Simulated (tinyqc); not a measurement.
FinFET, parasitic resistance, capacitance and delay: one step of the calculation.

Nf fins under one contact; each has gated perimeter p = 2 Hf + Wf and cross-section A = Hf Wf; contact width Wc = Nf pf, stack height Hs = Hf. Contact length Lc = CPP - Lg - 2 Lsp, shared by two neighbouring gates. Source and drain sides are equal. The formulas are first-order estimates, not field solutions.

Problem. Fin currents at Vgs = Vdd, Vds = Vdd/2. One fin: I = p Q vx u/(1 + |u|^1.8)^(1/1.8), Q = Cinv n Vt ln(1 + exp((Vg' - VT + dl Vd')/(n Vt))), u = Vd' mu/(vx Lg), Vg' = Vgs - v, Vd' = Vds - 2 v, with the drop on each side v = Rc (sum of I) + Rx I. I(new) = I + 0.5 (I(out) - I).

Inputs (values chosen for the exercise); values close to those of silicon logic devices:
```
symbol  value        unit                          meaning
T         300           K                      temperature
Hf         55          nm                       fin height
Wf          6          nm                        fin width
Lg         14          nm                      gate length
Cinv      2.7     uF/cm^2            inversion capacitance
vx      9.7e6        cm/s               injection velocity
mu        180  cm^2/(V s)                apparent mobility
VT       0.21           V  threshold at zero drain voltage
dl      0.058         V/V                 barrier lowering
n        1.11                          subthreshold factor
Vdd       0.8           V                   supply voltage
```

Constants: q = 1.602176634e-19 C, kB = 1.380649e-23 J/K, Vt = kB T/q. Results are converted to the units shown.

I after iteration 1 (uA): fin 1 90.671660, fin 2 90.671660
Rc = 627.51413 ohm
Rx = 180 ohm

Find: drop v; I(out); I after iteration 2.

Solution.

drop v (mV): fin 1 130.1, fin 2 130.1
I(out) (uA): fin 1 121.4, fin 2 121.4
I after iteration 2 (uA): fin 1 106.0, fin 2 106.0

tinyqc, about 0.04 s, one thread, Intel Xeon 2.30GHz (shared host): `OMP_NUM_THREADS=1 python tinyqc.py 2170138 2170139 out.jsonl`
